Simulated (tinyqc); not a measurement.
Field dependence: Hall effect and magnetoresistance of several carrier groups with constant relaxation times. Computed by tinyqc, a small Python program. Command: `OMP_NUM_THREADS=1 python tinyqc.py 3028222 3028223 out.jsonl hall2 walk`. One thread of a shared host (Intel(R) Xeon(R) Processor @ 2.30GHz), about 0.01 s of CPU time with the checks.

Group 1 has charge +e and group 2 charge +e; s_i is that sign. B lies along z; mu B is formed with mu in m^2/(V s).

Inputs (values chosen for the exercise, for a model conductor):
```
quantity,value,unit
density n1,1.5e+11,1/cm^2
mobility mu1,120000,cm^2/(V s)
density n2,3.4e+11,1/cm^2
mobility mu2,6400,cm^2/(V s)
```

Carriers: light and heavy holes. Densities: per area (a thin layer).

Constants: e = 1.602176634e-19 C.

Method:
- Weak field: R_H(0) = sum s_i n_i mu_i^2/(e (sum n_i mu_i)^2); MR = c B^2 with c = n1 n2 mu1 mu2 (s1 mu1 - s2 mu2)^2/(n1 mu1 + n2 mu2)^2. Strong field: R_H = 1/(e sum s_i n_i); rho_xx saturates at (n1/mu1 + n2/mu2)/(e (sum s_i n_i)^2).
- sigma_xx = sum n_i e mu_i/(1 + mu_i^2 B^2); sigma_xy = sum s_i n_i e mu_i^2 B/(1 + mu_i^2 B^2).
- rho_xx = sigma_xx/(sigma_xx^2 + sigma_xy^2); Hall coefficient R_H = sigma_xy/(B (sigma_xx^2 + sigma_xy^2)), with B in V s/cm^2 (1 T = 1e-4 V s/cm^2); magnetoresistance MR = rho_xx(B)/rho_xx(0) - 1.

saturation MR = 356.922 %

Against the field:
```
B (T),mu1 B,rho_xx (ohm),R_H (cm^2/C),MR (%)
0.0042,0.0504,309.4,3.3331e+07,2.1902e-02
0.012,0.144,309.9,3.3322e+07,1.7872e-01
0.033,0.396,313.5,3.3254e+07,1.3471e+00
0.083,0.996,335.2,3.2850e+07,8.3539e+00
0.21,2.52,456.2,3.0593e+07,4.7475e+01
0.5,6,823.0,2.3752e+07,1.6603e+02
1.2,14.4,1229.8,1.6165e+07,2.9753e+02
3.3,39.6,1385.1,1.3267e+07,3.4774e+02
10,120,1410.3,1.2797e+07,3.5590e+02
```

What does the comparison show, and why?

MR starts as B^2.00 and ends as B^0.02; it saturates at 357 %. One group alone would show no magnetoresistance in this model. The rows with mu1 B well above 1 show the semiclassical limit; Landau quantisation is left out.
